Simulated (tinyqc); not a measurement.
Resistance of a tapered via with liner, size effect and interface: two steps of the calculation.

A round via whose diameter grows from db at the bottom as D(z) = db + 2 z/tan(ang). The fill, of diameter D - 2 tl, starts above the bottom liner (thickness fb tl) and has rho = rho0 (1 + ks lam/(D - 2 tl)); the sidewall liner conducts in parallel with it. The bottom liner and the interface are crossed over the full area pi db^2/4. Spreading in the lines above and below is left out.

Inputs (values chosen for the exercise); fill metal close to copper: diameter at the bottom db = 23 nm; height hv = 46 nm; sidewall angle ang = 88 degrees; bulk resistivity of the fill rho0 = 1.68 uohm cm; mean free path of the fill lam = 39.5 nm; size-effect factor ks = 0.6; liner on the sidewall tl = 3 nm; liner at the bottom over that on the sidewall fb = 0.7; resistivity of the liner rl = 240 uohm cm; interface resistivity at the bottom ri = 2e-12 ohm cm^2; ballistic conductance per area, about 3/(4 rho0 lam) Sb = 1.1e15 S/m^2.

Task 1. Slices of the via. Slices between z0 = fb tl and hv, evaluated at their midpoints: conductance per length pi/4 [(D - 2 tl)^2/rho + (D^2 - (D - 2 tl)^2)/rl], slice resistance = slice height over that. 6 slices.

Find: z; D; rho; slice resistance.

Result 1.

```
slice  z (nm)  D (nm)  rho (uohm cm)  slice resistance (ohm)
0      5.7583  23.402         3.9680                  1.2045
1      13.075  23.913         3.9027                  1.1188
2      20.392  24.424         3.8411                  1.0415
3      27.708  24.935         3.7828                 0.97162
4      35.025  25.446         3.7275                 0.90822
5      42.342  25.957         3.6751                 0.85058
```

Task 2. Total resistance. R_fill = sum of the slices; R_bottom = rl fb tl/(pi db^2/4); R_interface = ri/(pi db^2/4); ballistic (Sharvin) limit 1/(Sb pi (db - 2 tl)^2/4); ideal cylinder rho0 hv/(pi db^2/4).

slice resistance, slice 0 to 5 (ohm): 1.2045385  1.1188122  1.0415179  0.97161731  0.90822385  0.85057714

Find: parts; R; shares; ballistic limit; ideal cylinder.

Result 2.

parts (ohm): fill 6.0953, bottom liner 12.131, interface 0.48138
R = 18.707 ohm
shares (%): fill 32.582, bottom liner 64.844, interface 2.573
ballistic limit = 4.0052 ohm
ideal cylinder = 1.8600 ohm

The bottom liner is the largest part, and R is 10.1 times the ideal cylinder. With 2000 slices R = 18.709 ohm.

Program tinyqc, `OMP_NUM_THREADS=1 python tinyqc.py 2750164 2750165 out.jsonl`; Intel Xeon 2.30GHz, shared host, one thread, about 0.01 s.
